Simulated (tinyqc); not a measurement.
Inside a calculation. Model: thermal stress and diffusional relaxation in a metal film: Coble and Nabarro-Herring creep, cooling and holds. Computed by tinyqc, a small Python program that keeps every step. Command: `OMP_NUM_THREADS=1 python tinyqc.py 3000978 3000979 out.jsonl creep walk`. One thread of a shared host (Intel(R) Xeon(R) Processor @ 2.30GHz), about 0.08 s of CPU time with the checks. Intermediate numbers are printed to about 6 digits and carried at full precision; extremes and crossings named in words are read from the listed rows.

A thin film on a rigid substrate is stress-free at T0. Tension is positive and the film creeps linearly: d sigma/dt = -M (mismatch) dT/dt - sigma/tau.

Inputs (values chosen for the exercise, modelled on copper films on silicon):

| quantity | value | unit |
|---|---|---|
| biaxial modulus M | 199 | GPa |
| expansion mismatch | 14.4 | 1e-6/K |
| atomic volume Omega | 11.8 | angstrom^3 |
| lattice prefactor D0 | 2e-05 | m^2/s |
| lattice energy E | 2.01 | eV |
| boundary prefactor (delta D_b)0 | 3.9e-15 | m^3/s |
| boundary energy E_b | 1.08 | eV |
| grain size d | 0.37 | um |
| stress-free temperature T0 | 400 | C |
| hold temperature T | 180 | C |
| hold time t | 0.031 | h |
| cooling rate | 10 | C/min |
| yield stress | 250 | MPa |

Constants: k_B = 1.380649e-23 J/K; k_B = 8.617333262e-05 eV/K.

## Elastic stress after a quench

Thermoelastic slope = M x mismatch; sigma_0 = slope x (T0 - T).

thermoelastic slope = 2.8656 MPa/K

stress after a quench sigma_0 = 630.432 MPa

Caution: the elastic stress exceeds the yield stress, so dislocation glide would cap it first.

## Creep at the hold temperature

Creep rate per stress: Nabarro-Herring 14 D Omega/(k_B T d^2), Coble (14 pi) delta D_b Omega/(k_B T d^3), with D = D0 exp(-E/(k_B T)), delta D_b = (delta D_b)0 exp(-E_b/(k_B T)); 1/tau = M x (sum of both)/2 (biaxial strain rate is half the uniaxial one). Temperatures in kelvin are T(C) + 273.15. sigma(t) = sigma_0 exp(-t/tau), relaxed part sigma_0 - sigma(t); the grain size where both mechanisms are equal is pi delta D_b/D.

Nabarro-Herring rate = 1.70523e-22 1/(Pa s)

Coble rate = 6.22166e-15 1/(Pa s)

relaxation time tau = 0.448713 h

stress after the hold = 588.348 MPa

stress relaxed during the hold = 42.0839 MPa

crossover grain size = 1.34997e+07 um

Coble creep is 3.6e7 times as fast as Nabarro-Herring creep at this grain size. The crossover size is formal, far above any film grain. Caution: bulk creep laws overstate relaxation in a bonded film, where the substrate constrains boundary diffusion, and dislocation glide is left out.

## Stress after cooling to room temperature

Cooling from T0 at the constant rate: d sigma/dT = -slope + sigma/(tau(T) x rate), integrated to 25 C (stiff solver, tolerance 1e-9). Effective stress-free temperature T_eff = 25 C + sigma/slope.

stress at 25 C = 558.240 MPa

effective stress-free temperature = 219.807 C

Creep during cooling removes 48.1 % of the elastic value. Caution: bulk creep laws overstate relaxation in a bonded film, and dislocation glide would cap stresses above the yield stress.

## Where a fixed hold relaxes most

For each hold temperature: sigma_0 = slope (T0 - T), relaxed stress sigma_0 (1 - exp(-t/tau)), initial rate sigma_0/tau. In confined lines the relaxed part appears as void volume.

Holds:

| T (C) | sigma_0 (MPa) | tau (h) | relaxed (MPa) | initial rate (MPa/h) |
|---|---|---|---|---|
| 25 | 1074.600 | 5.18265e+05 | 6.42771e-05 | 2.07346e-03 |
| 65 | 959.976 | 4.07134e+03 | 7.30942e-03 | 2.35789e-01 |
| 105 | 845.352 | 9.02936e+01 | 2.90180e-01 | 9.36226e+00 |
| 145 | 730.728 | 4.19214e+00 | 5.38365e+00 | 1.74309e+02 |
| 185 | 616.104 | 3.35466e-01 | 5.43821e+01 | 1.83656e+03 |
| 225 | 501.480 | 4.05552e-02 | 2.67982e+02 | 1.23654e+04 |
| 265 | 386.856 | 6.75224e-03 | 3.82932e+02 | 5.72930e+04 |
| 305 | 272.232 | 1.44817e-03 | 2.72232e+02 | 1.87983e+05 |
| 345 | 157.608 | 3.80774e-04 | 1.57608e+02 | 4.13915e+05 |
| 385 | 42.984 | 1.18232e-04 | 4.29840e+01 | 3.63557e+05 |

The relaxed stress peaks at 265 C among these rows: colder holds have more stress but slower diffusion, hotter ones faster diffusion but less stress. The initial rate peaks about k_B T^2/E_b = 36 K below T0 when boundaries dominate; its largest row is 345 C. Caution: dislocation glide would cap stresses above the yield stress; capping layers can block the surface and boundary paths, and threshold stresses are ignored.

Checks made by the program: cooling integral by quadrature (relative difference 2e-09).
